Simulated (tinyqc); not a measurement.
Lattice sites along [110]: pair of shallow donors (hydrogen-like orbitals).

Each donor has the orbital exp(-r/a); energy unit Ha* = q/(eps a), q = e^2/(4 pi eps0), so that a lone donor is bound by Ha*/2; x = R/a. One electron: S = (1 + x + x^2/3) exp(-x), j = 1/x - (1 + 1/x) exp(-2x), k = (1 + x) exp(-x); levels E(+/-) = -1/2 - (j +/- k)/(1 +/- S) in Ha*, without the repulsion of the ions, split by D = |E(-) - E(+)|. In six valleys the overlaps S and k are multiplied by v = [cos(K Rx) + cos(K Ry) + cos(K Rz)]/3, K = k0 (2 pi/a_lat), for isotropic envelopes and the symmetric valley state.

Two electrons, Heitler-London: with S' = (1 - x + x^2/3) exp(x), C = 1/x - exp(-2x)(1/x + 11/8 + 3x/4 + x^2/6), X = (1/5){exp(-2x)(25/8 - 23x/4 - 3x^2 - x^3/3) + (6/x)[S^2 (0.5772157 + ln x) + S'^2 Ei(-4x) - 2 S S' Ei(-2x)]}, Q = C - 2j + 1/x and A = X - 2 S k + S^2/x, the singlet and triplet lie at (Q +/- w A)/(1 +/- w S^2) from two lone donors, with the valley weight w = v^2; the exchange is J = triplet - singlet.

Constants: e^2/(4 pi eps0) = 14.39964547 eV angstrom.

Parameters, chosen for this exercise (near those of two donors in Si; shifted at random, so the results belong to these values and not to a real crystal): a = 16 angstrom (orbital radius); eps = 11.6 (dielectric constant); a_lat = 5.431 angstrom (lattice constant); k0 = 0.843 2 pi/a_lat (valley position); sites = ((6.5, 6.5, 0), (7, 7, 0), (7.5, 7.5, 0), (8, 8, 0), (8.5, 8.5, 0), (9, 9, 0), (9.5, 9.5, 0), (10, 10, 0), (10.5, 10.5, 0), (11, 11, 0)) a_lat (positions of the second donor).

D and J for each site, and for v = 1.

Results:
```
site             R (angstrom)       v  D (meV)  J (micro-eV)  J for v = 1
(6.5, 6.5, 0)            49.9  -0.328     4.04           558     5.25e+03
(7, 7, 0)                53.8   0.875     9.82      2.92e+03     3.82e+03
(7.5, 7.5, 0)            57.6   0.040    0.362          4.39     2.75e+03
(8, 8, 0)                61.4   0.308     2.38           186     1.96e+03
(8.5, 8.5, 0)            65.3   0.671     4.43           623     1.39e+03
(9, 9, 0)                69.1  -0.236     1.29          54.2          973
(9.5, 9.5, 0)            73.0   0.999     4.66           677          678
(10, 10, 0)              76.8  -0.270     1.03          34.2          470
(10.5, 10.5, 0)          80.6   0.730     2.33           173          324
(11, 11, 0)              84.5   0.237    0.625          12.5          222
```

Over these sites the envelope alone changes J by a factor 23.6, and the valley factor v^2 by 623; J runs from 4.39 at (7.5, 7.5, 0) to 2.92e+03 micro-eV at (7, 7, 0). Along [110] only two valleys keep their phase, so v = (1 + 2 cos)/3 can pass through zero. J does not fall steadily with distance.

Computed by tinyqc, a small Python program: `OMP_NUM_THREADS=1 python tinyqc.py 1281970 1281971 out.jsonl` (the numbers bound the seed that draws the inputs); one thread of a shared host (Intel(R) Xeon(R) Processor @ 2.30GHz), about 0.01 s for the whole set of steps.
